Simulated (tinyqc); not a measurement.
Comparisons within one model: two-band tight binding of a puckered layer. A value that a table varies takes the place of the one given here.

With X = kx ax/2 and Y = ky ay/2: h = t2 + 2 cos(Y) (t1 exp(iX) + t3 exp(-iX)) + t5 exp(2iX), d = 4 t4 cos(X) cos(Y), H = [[d, h], [h*, d]], E = d -/+ |h|.

Constants: hbar^2/2m0 = 3.80998211 eV angstrom^2.

Parameters, chosen for this exercise (near a published set for monolayer black phosphorus; not measured data):
```
symbol  value   unit      meaning
ax      4.6     angstrom  period along x (armchair)
ay      3.29    angstrom  period along y (zigzag)
t1      -1.237  eV        along the zigzag
t2      3.615   eV        across the pucker
t3      -0.195  eV        second in the sheet
t4      -0.101  eV        same sublattice
t5      -0.058  eV        far across
```

## Mass and optical strength against direction

masses (m0):
```
                x        y
electron  0.13739  0.86167
hole      0.14887  1.14469
```

chi = -5.06000 eV angstrom

Angle from x. 1/m(theta) = cos^2/mx + sin^2/my. Near Gamma only x-polarised light couples the bands, with strength chi^2 cos^2(theta), chi = ax (t1 - t3 + t5) = d Im(h)/dkx; the positions of the atoms inside the cell, which would change this dipole but not the masses, are left out. The last column is the transition energy at |k| = 0.1 1/angstrom from the full bands, less the gap.

Against angle:
```
theta (deg)  m_e (m0)  m_h (m0)  strength (eV^2 angstrom^2)  rise of the transition (eV)
0               0.137     0.149                       25.60                       0.4586
15              0.146     0.158                       23.89                       0.4353
30              0.174     0.190                       19.20                       0.3702
45              0.237     0.263                       12.80                       0.2777
60              0.372     0.428                        6.40                       0.1804
75              0.637     0.790                        1.72                       0.1056
85              0.828     1.089                        0.19                       0.0806
90              0.862     1.145                        0.00                       0.0773
```

How do the results move?

The light-mass direction rules: at 45 degrees the electron mass is still 0.237, 1.72 times the value along x, against 6.3 times at 90 degrees. At |k| = 0.1 the transition has risen 5.9 times as much along x as along y.

## Closing the gap

t2 is lowered; h0 = t2 + 2 t1 + 2 t3 + t5, c = hbar^2/2m0. For h0 > 0 the gap is 2 h0 at Gamma. For h0 < 0 the bands touch at kx = 0, cos(Y) = -(t2 + t5)/(2 (t1 + t3)).

Against t2:
```
t2 (eV)  h0 (eV)  gap (eV)  electron mass along x (m0)  ky of the nodes (1/angstrom)
3.8        0.878     1.756                      0.1598                             -
3.6        0.678     1.356                      0.1354                             -
3.4        0.478     0.956                      0.1057                             -
3.2        0.278     0.556                      0.0689                             -
3.0        0.078     0.156                      0.0220                             -
2.8       -0.122     0.000                           -                        0.1781
2.6       -0.322     0.000                           -                        0.2910
2.4       -0.522     0.000                           -                        0.3728
```

What can be read from the table?

The gap closes at t2 = 2.922 eV. On the way the mass along x falls with the gap and tends to 2 c h0/chi^2 as it closes, while that along y stays. Beyond it two Dirac nodes move apart along the zigzag direction, to ky = +/-0.373 1/angstrom in the last row. The mass formula is c/(ex + gx + chi^2/(2 h0)) with chi = ax (t1 - t3 + t5), gx = -ax^2 ((t1 + t3)/4 + t5/2), ex = -t4 ax^2/2.

## What each parameter does

Gap at Gamma and masses m/m0 = c q^2/|E(q) - E(0)| with q = 0.001 1/angstrom, c = hbar^2/2m0. Each row changes one parameter from the base and keeps the others.

Results:
```
case                 gap (eV)   m_e x   m_h x  m_e y  m_h y
base                   1.3860  0.1374  0.1489  0.862  1.145
t1 = -1.207 eV         1.5060  0.1513  0.1653  0.878  1.173
t2 = 3.645 eV          1.4460  0.1413  0.1535  0.862  1.145
t3 = -0.165 eV         1.5060  0.1409  0.1530  0.878  1.173
t4 = -0.071 eV         1.3860  0.1390  0.1470  0.895  1.091
t5 = -0.028 eV         1.4460  0.1483  0.1617  0.862  1.145
ax = 4.738 angstrom    1.3860  0.1295  0.1403  0.862  1.145
```

What can be read from the table?

The largest shifts from the base row, up to three for each result and ties (the steps differ in size, so this ranks the rows, not the parameters). gap (eV): t1 +0.1200, t3 +0.1200, t5 +0.0600, t2 +0.0600; unchanged at the printed digits by t4 and ax. m_e x: t1 +0.0139, t5 +0.0109, ax -0.0079. m_h x: t1 +0.0164, t5 +0.0129, ax -0.0085. m_e y: t4 +0.033, t1 +0.016, t3 +0.016; unchanged at the printed digits by t2, t5 and ax. m_h y: t4 -0.053, t1 +0.029, t3 +0.029; unchanged at the printed digits by t2, t5 and ax.

tinyqc: `OMP_NUM_THREADS=1 python tinyqc.py 1480715 1480716 out.jsonl`; about 0.01 s, one thread, shared Intel(R) Xeon(R) Processor @ 2.30GHz.
